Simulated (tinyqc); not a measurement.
Thermal boundary conductance by the acoustic and diffuse mismatch models: one step, computed by the program tinyqc.

Each side has one longitudinal and two transverse Debye branches, omega = v q up to q_D = (6 pi^2 n)^(1/3), with n counting all atoms. Scattering at the interface is elastic. Electrons are left out of G, also for metals. Melting is ignored. G refers to the temperatures of the phonons sent towards the interface. Linear branches over all atoms overstate G at high T, most for crystals with several atoms a cell.

Problem. Temperature rise through the stack. In series: Delta T = J (d_1/kappa_1 + R + d_2/kappa_2), with bulk conductivities in the layers and one-dimensional flow.

Inputs (values chosen for the exercise, modelled on titanium nitride (side 1) and silicon (side 2)):
```
quantity              value     unit
conductivity kappa_1   24.8  W/(m K)
conductivity kappa_2    146  W/(m K)
temperature T           300        K
thickness d_1          1300       nm
thickness d_2         46000       nm
heat flux J              28  kW/cm^2
```

Structure: film on a substrate.

boundary resistance R = 0.8100079 m^2 K/GW

Give: temperature drops; total rise Delta T; interface share of film plus interface.

Solution.

temperature drops (K): film 14.68, interface 0.2268, substrate 88.22

total rise Delta T = 103.1 K

interface share of film plus interface = 0.01522

The substrate takes the largest drop, 86 % of the total. Caution: at this temperature short waves carry the heat; linear branches up to q_D overstate their velocity, and inelastic processes, left out here, grow with T. Caution: the rise is not small against T, so constant conductivities fail; a rise of thousands of kelvin would destroy the stack.
